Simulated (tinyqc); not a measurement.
Lattice vibrations of a chain, step by step. One step of it, computed by the program tinyqc.

Question. Frequencies. omega^2 are the eigenvalues; wavenumber = 521.4708 sqrt(eigenvalue) 1/cm.

D(q) (eV/(angstrom^2 u)):
```
,1,2
1,0.381833,-0.445446+0.057739i
2,-0.445446-0.057739i,0.545673
```

Give: eigenvalues; wavenumbers; weights |e|^2 of the mass-weighted modes.

Answer.

eigenvalues: 0.0072  0.9203

wavenumbers (1/cm): 44.2  500.3

weights |e|^2 of the mass-weighted modes:
```
,mode 1,mode 2
atom 1,0.5897,0.4103
atom 2,0.4103,0.5897
```
